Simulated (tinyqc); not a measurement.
Landau-Devonshire theory of a uniaxial ferroelectric: one step, computed by the program tinyqc.

G(P) = (alpha/2) P^2 + (beta*/4) P^4 + (gamma/6) P^6 - E P per volume, SI units, one domain, P along the polar axis, which is normal to the film.

Question. Spontaneous polarisation, susceptibility, coercive field. Ps^2 = [-beta* + sqrt(beta*^2 - 4 alpha gamma)]/(2 gamma). chi = 1/(eps_0 G''), G'' = alpha + 3 beta* P^2 + 5 gamma P^4 at Ps. Ps, chi and the coercive field are for perfect screening, without a depolarising field. The intrinsic coercive field is |alpha P + beta* P^3 + gamma P^5| at the P_c where G'' = 0. 1 C/m^2 = 100 microcoulomb/cm^2.

Inputs (values chosen for the exercise, for a model ferroelectric): Curie-Weiss temperature T0 = 320 K; gamma = 2.68e+09 J m^9/C^6; temperature T = 185 K.

Sample: epitaxial film.

alpha = -2.272905e+08 J m/C^2

beta* = -1.227619e+08 J m^5/C^4

Constants: eps_0 = 8.8541878128e-12 F/m.

Give: spontaneous polarisation Ps; susceptibility chi; well depth G(Ps); P_c; intrinsic coercive field.

Answer.

spontaneous polarisation Ps = 56.13 microcoulomb/cm^2

susceptibility chi = 114.5

well depth G(Ps) = -24.88 MJ/m^3

P_c = 38.04 microcoulomb/cm^2

intrinsic coercive field = 71.87 MV/m

P_c/Ps = 0.678, above the 0.577 of a quartic well, as the sixth-order term matters. Real switching runs by domain nucleation at far lower fields. Caution: far below T0* the expansion with linear alpha(T) is only a fit.
